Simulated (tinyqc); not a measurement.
Thickness from the minima: X-ray reflectivity of a thin film on silicon: critical angles, Parratt recursion, fringes and roughness. Computed by tinyqc, a small Python program. Command: `OMP_NUM_THREADS=1 python tinyqc.py 3120779 3120780 out.jsonl xrr walk`. One thread of a shared host (Intel(R) Xeon(R) Processor @ 2.30GHz), about 0.01 s of CPU time with the checks.

n = 1 - delta + i beta; the classical electron radius is r_e = 2.8179403e-6 nm. Layer 0 is vacuum, 1 the film, 2 the substrate.

Inputs (values chosen for the exercise, modelled on ruthenium on silicon, copper K-alpha radiation):

| quantity | value | unit |
|---|---|---|
| wavelength lambda | 0.15406 | nm |
| film density rho | 12 | g/cm^3 |
| effective electrons per unit mass, film | 0.431 | mol/g |
| beta/delta, film | 0.091 | - |
| film thickness d | 72.9 | nm |
| roughness of the surface sigma_1 | 0.54 | nm |
| roughness of the interface sigma_2 | 0.47 | nm |
| substrate density | 2.33 | g/cm^3 |
| effective electrons per unit mass, substrate | 0.507 | mol/g |
| beta/delta, substrate | 0.023 | - |
| grazing angle theta | 1.35 | degrees |

Constants: N_A = 6.02214076e+23 1/mol.

Method:
- delta = r_e lambda^2 rho_e/(2 pi), rho_e = density x electrons per mass x N_A; critical angle sqrt(2 delta), q_c = 4 sqrt(pi r_e rho_e).
- k_j = (2 pi/lambda) sqrt(sin^2 theta - 2 delta_j + 2 i beta_j); r_ij = (k_i - k_j)/(k_i + k_j) x exp(-2 k_i k_j sigma^2) (Nevot-Croce); r = (r_01 + r_12 p)/(1 + r_01 r_12 p), p = exp(2 i k_1 d); R = |r|^2.
- Far above the critical angle the period is d theta = lambda/(2 d), or 2 pi/d in q; the envelope runs between (|r_01| - |r_12 p|)^2 and (|r_01| + |r_12 p|)^2; contrast = 2 a b/(a^2 + b^2) with a = |r_01|, b = |r_12 p|; roughness factors on the amplitudes are about exp(-q^2 sigma^2/2).
- Minima of R theta^4 are located on 6001 points over 7.5 periods, from 1.15 times the larger critical angle. With refraction, sin^2(theta_m) = 2 delta + m^2 (lambda/(2 d))^2, m integer or half-integer; the first six minima are used, and the first order is the one that minimises the largest residual of the least-squares line plus the distance of its intercept from 2 delta. Without refraction, d = lambda/(2 x mean step of sin theta).

Constants:

| layer | rho_e (1/nm^3) | delta | beta | critical angle (degrees) | q_c (1/nm) |
|---|---|---|---|---|---|
| film | 3114.65 | 3.31544e-05 | 3.01705e-06 | 0.466561 | 0.664210 |
| substrate | 711.40 | 7.57263e-06 | 1.74170e-07 | 0.222977 | 0.317437 |

period in theta = 0.0605418 degrees

Minima:

| order m | theta (degrees) | sin^2 theta |
|---|---|---|
| 5 | 0.55887 | 9.5140e-05 |
| 6 | 0.59277 | 1.0703e-04 |
| 7 | 0.63122 | 1.2137e-04 |
| 8 | 0.67322 | 1.3805e-04 |
| 9 | 0.71787 | 1.5697e-04 |
| 10 | 0.76479 | 1.7816e-04 |

d with refraction = 73.170 nm

d without refraction = 107.17 nm

What does the comparison show, and why?

Against d = 72.9 nm the errors are +0.37 % with and +47.01 % without refraction. The orders are integers, as r_01 and r_12 have opposite signs for a film denser than the substrate.

Extremes, crossings and ranges named in words are read from the listed rows.
